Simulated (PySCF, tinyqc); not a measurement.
Inside a calculation. Method: CISD on RHF in the sto-6g basis, for H4, spin multiplicity 1. The lowest restricted solution is unstable here: a spin-polarised one lies 0.0035 hartree lower (PySCF). Computed by tinyqc, a small Python program that keeps every step (integrals from PySCF). Settings: charge = 0, multiplicity = 1, basis = sto-6g, method = RHF, energy threshold = 1e-10, iteration cap = 88, orthogonalisation = symmetric, start = Wolfsberg-Helmholz matrix, DIIS depth = 6, ci = CISD. Command: `OMP_NUM_THREADS=1 python tinyqc.py 26574 26575 out.jsonl` (the two numbers bound the seeds that draw the settings). One thread of a shared host (Intel(R) Xeon(R) Processor @ 2.60GHz), about 0.1 s of CPU time with the checks. The early iterations of the SCF are left out here.

## One-electron integrals

Geometry (angstrom):
```
atom         x         y         z
H     0.000000  0.000000  0.000000
H     0.000000  0.000000  0.899000
H     0.000000  1.148000  0.000000
H     0.000000  1.148000  0.899000
```

Basis sto-6g: exponents (1/bohr^2) and contraction coefficients of normalised primitives:
```
element  l (shell)   exponent  coefficient
H            s (1)  35.523221     0.009164
H            s (1)   6.513144     0.049361
H            s (1)   1.822143     0.168538
H            s (1)   0.625955     0.370563
H            s (1)   0.243077     0.416492
H            s (1)   0.100112     0.130334
```

Overlap, kinetic and nuclear-attraction integrals over the contracted functions; the nuclear repulsion is the sum of Za Zb / Rab.

nuclear repulsion = 2.82500539 hartree

overlap S:
```
          1H 1s     2H 1s     3H 1s     4H 1s
1H 1s  1.000000  0.557878  0.414194  0.272666
2H 1s  0.557878  1.000000  0.272666  0.414194
3H 1s  0.414194  0.272666  1.000000  0.557878
4H 1s  0.272666  0.414194  0.557878  1.000000
```

kinetic energy T (hartree):
```
          1H 1s     2H 1s     3H 1s     4H 1s
1H 1s  0.768522  0.152239  0.066665  0.013257
2H 1s  0.152239  0.768522  0.013257  0.066665
3H 1s  0.066665  0.013257  0.768522  0.152239
4H 1s  0.013257  0.066665  0.152239  0.768522
```

nuclear attraction V (hartree):
```
           1H 1s      2H 1s      3H 1s      4H 1s
1H 1s  -2.615441  -1.404259  -1.013642  -0.679970
2H 1s  -1.404259  -2.615441  -0.679970  -1.013642
3H 1s  -1.013642  -0.679970  -2.615441  -1.404259
4H 1s  -0.679970  -1.013642  -1.404259  -2.615441
```

core Hamiltonian H = T + V (hartree):
```
           1H 1s      2H 1s      3H 1s      4H 1s
1H 1s  -1.846918  -1.252019  -0.946978  -0.666712
2H 1s  -1.252019  -1.846918  -0.666712  -0.946978
3H 1s  -0.946978  -0.666712  -1.846918  -1.252019
4H 1s  -0.666712  -0.946978  -1.252019  -1.846918
```

## Two-electron integrals

Functions are numbered as in S; the eight-fold symmetry (ij|kl) = (ji|kl) = (kl|ij) leaves the list below.

Two-electron integrals (ij|kl) in chemists' order, unique and non-zero (hartree):
```
(11|11) 0.774999   (21|11) 0.358402   (21|21) 0.204301   (22|11) 0.512119
(22|21) 0.358402   (22|22) 0.774999   (31|11) 0.246617   (31|21) 0.121263
(31|22) 0.183498   (31|31) 0.105838   (32|11) 0.141660   (32|21) 0.082639
(32|22) 0.147848   (32|31) 0.062262   (32|32) 0.042569   (33|11) 0.432560
(33|21) 0.224287   (33|22) 0.354670   (33|31) 0.246617   (33|32) 0.147848
(33|33) 0.774999   (41|11) 0.147848   (41|21) 0.082639   (41|22) 0.141660
(41|31) 0.062262   (41|32) 0.042137   (41|33) 0.141660   (41|41) 0.042569
(42|11) 0.183498   (42|21) 0.121263   (42|22) 0.246617   (42|31) 0.079420
(42|32) 0.062262   (42|33) 0.183498   (42|41) 0.062262   (42|42) 0.105838
(43|11) 0.224287   (43|21) 0.128646   (43|22) 0.224287   (43|31) 0.121263
(43|32) 0.082639   (43|33) 0.358402   (43|41) 0.082639   (43|42) 0.121263
(43|43) 0.204301   (44|11) 0.354670   (44|21) 0.224287   (44|22) 0.432560
(44|31) 0.183498   (44|32) 0.141660   (44|33) 0.512119   (44|41) 0.147848
(44|42) 0.246617   (44|43) 0.358402   (44|44) 0.774999
```

## Orthogonalisation

S = U s U^T; symmetric (Loewdin) form X = U s^(-1/2) U^T, so that X^T S X = 1.

eigenvalues of S: 0.300594  0.583651  0.871018  2.244738

X:
```
           1H 1s      2H 1s      3H 1s      4H 1s
1H 1s   1.217956  -0.348489  -0.229756   0.027737
2H 1s  -0.348489   1.217956   0.027737  -0.229756
3H 1s  -0.229756   0.027737   1.217956  -0.348489
4H 1s   0.027737  -0.229756  -0.348489   1.217956
```

## Iteration 2 (converged): orbitals

converged F (hartree):
```
           1H 1s      2H 1s      3H 1s      4H 1s
1H 1s  -0.345403  -0.562577  -0.339337  -0.308475
2H 1s  -0.562577  -0.345403  -0.308475  -0.339337
3H 1s  -0.339337  -0.308475  -0.345403  -0.562577
4H 1s  -0.308475  -0.339337  -0.562577  -0.345403
```

Diagonalise F' = X^T F X, C = X C', fill 2 alpha and 2 beta electrons from the bottom; D = 2 C_occ C_occ^T. Each column has its largest component positive (the first on a tie).

F' = X^T F X (hartree):
```
           1          2          3          4
1   0.038149  -0.534038  -0.225081   0.027886
2  -0.534038   0.038149   0.027886  -0.225081
3  -0.225081   0.027886   0.038149  -0.534038
4   0.027886  -0.225081  -0.534038   0.038149
```

orbital energies (hartree): MO1 -0.693084, MO2 -0.298694, MO3 0.319219, MO4 0.825154

coefficients C:
```
            MO1        MO2        MO3        MO4
1H 1s  0.333724   0.535743   0.654476   0.911969
2H 1s  0.333724   0.535743  -0.654476  -0.911969
3H 1s  0.333724  -0.535743   0.654476  -0.911969
4H 1s  0.333724  -0.535743  -0.654476   0.911969
```

D after iteration 2:
```
           1H 1s      2H 1s      3H 1s      4H 1s
1H 1s   0.796784   0.796784  -0.351298  -0.351298
2H 1s   0.796784   0.796784  -0.351298  -0.351298
3H 1s  -0.351298  -0.351298   0.796784   0.796784
4H 1s  -0.351298  -0.351298   0.796784   0.796784
```

## Convergence

Stop when the energy changes by less than 1e-10 hartree and every element of the error matrix X^T (F D S - S D F) X is below 3e-06.

Course of the cycle:
```
iteration  E (hartree)     change  largest element of the error matrix
1          -1.97137058          -                             7.95e-16
2          -1.97137058  -2.66e-15                             1.10e-15
```

PySCF RHF in the same basis = -1.97137058 hartree

Converged in 2 iterations.

## Integrals over molecular orbitals

(pq|rs) = sum C_ip C_jq C_kr C_ls (ij|kl), one index at a time.

one-electron integrals over orbitals h = C^T H C (hartree):
```
           1          2          3          4
1  -2.099411   0.000000   0.000000   0.000000
2   0.000000  -1.705187   0.000000   0.000000
3   0.000000   0.000000  -1.499466   0.000000
4   0.000000   0.000000   0.000000  -1.046708
```

Two-electron integrals over orbitals (pq|rs), unique and non-zero (hartree):
```
(11|11) 0.526843   (21|21) 0.151858   (22|11) 0.515671   (22|22) 0.527010
(31|31) 0.123284   (32|32) 0.079226   (33|11) 0.509277   (33|22) 0.501321
(33|33) 0.517210   (41|32) 0.078594   (41|41) 0.078030   (42|31) 0.122906
(42|42) 0.134758   (43|21) 0.148791   (43|43) 0.163498   (44|11) 0.516957
(44|22) 0.525368   (44|33) 0.523901   (44|44) 0.547489
```

## CISD: determinants and Hamiltonian

Hartree-Fock energy = -1.97137058 hartree

Slater-Condon rules over spin orbitals, with the nuclear repulsion added and E(HF) subtracted on the diagonal. Only determinants linked to the reference directly or through others are kept (one block of an abelian symmetry group), so some states are absent.

Occupation strings over the orbitals (2 doubly, a alpha, b beta, 0 empty; spin orbitals ordered 1a 1b 2a 2b ...): 2200 aabb 2020 abab 2002 abba baab 0220 baba 0202 bbaa

H - E(HF) between determinants (hartree):
```
           2200       aabb       2020       abab       2002       abba       baab       0220
2200   0.000000  -0.044312   0.079226  -0.078594   0.134758   0.122906   0.122906   0.123284
aabb  -0.044312   1.222741   0.078594  -0.079226  -0.122906  -0.134758  -0.123284  -0.122906
2020   0.079226   0.078594   0.433213   0.070197   0.163498  -0.148791  -0.148791   0.151858
abab  -0.078594  -0.079226   0.070197   1.280055   0.148791  -0.163498  -0.151858   0.148791
2002   0.134758  -0.122906   0.163498   0.148791   1.490238  -0.025886  -0.025886   0.000000
abba   0.122906  -0.134758  -0.148791  -0.163498  -0.025886   1.380842   0.000000  -0.025886
baab   0.122906  -0.123284  -0.148791  -0.151858  -0.025886   0.000000   1.380842  -0.025886
0220   0.123284  -0.122906   0.151858   0.148791   0.000000  -0.025886  -0.025886   1.278121
baba  -0.078594  -0.078030   0.070197   0.000000   0.148791  -0.151858  -0.163498   0.148791
0202   0.078030   0.078594   0.000000   0.070197   0.151858  -0.148791  -0.148791   0.163498
bbaa  -0.044312   0.000000   0.078594  -0.078030  -0.122906  -0.123284  -0.134758  -0.122906

           baba       0202       bbaa
2200  -0.078594   0.078030  -0.044312
aabb  -0.078030   0.078594   0.000000
2020   0.070197   0.000000   0.078594
abab   0.000000   0.070197  -0.078030
2002   0.148791   0.151858  -0.122906
abba  -0.151858  -0.148791  -0.123284
baab  -0.163498  -0.148791  -0.134758
0220   0.148791   0.163498  -0.122906
baba   1.280055   0.070197  -0.079226
0202   0.070197   2.199041   0.078594
bbaa  -0.079226   0.078594   1.222741
```

## CISD: roots

Diagonalise (each vector has its largest component positive (the first on a tie)); all determinants have Ms = 0, so triplets appear too. The lowest singlet root is the correlation energy. The Davidson correction is (1 - c0^2) E_corr, c0 the coefficient of the reference.

lowest roots of this matrix, relative to E(HF) (hartree): -0.073421  0.338175  0.807443  1.040260  1.221841  1.278836  1.382961  1.385969

lowest vectors:
```
         root 1     root 2    root 3     root 4
2200   0.963823   0.166120  0.000000   0.145334
aabb   0.022690  -0.103296  0.408248   0.324329
2020  -0.181825   0.926271  0.000000   0.257046
abab   0.065809   0.014618  0.408248  -0.331952
2002  -0.072054  -0.178989  0.000000   0.307070
abba  -0.088499   0.088678  0.408248   0.007623
baab  -0.088499   0.088678  0.408248   0.007623
0220  -0.076401  -0.206471  0.000000   0.607224
baba   0.065809   0.014618  0.408248  -0.331952
0202  -0.040007   0.047585  0.000000  -0.137523
bbaa   0.022690  -0.103296  0.408248   0.324329
```

<S^2> of these roots: 0.000000  0.000000  6.000000  0.000000  2.000000  2.000000  2.000000  0.000000

weight of the ground state by excitation level 0, 1, 2, ...: 0.928955  0.000000  0.071045

Davidson correction = -0.00521623 hartree
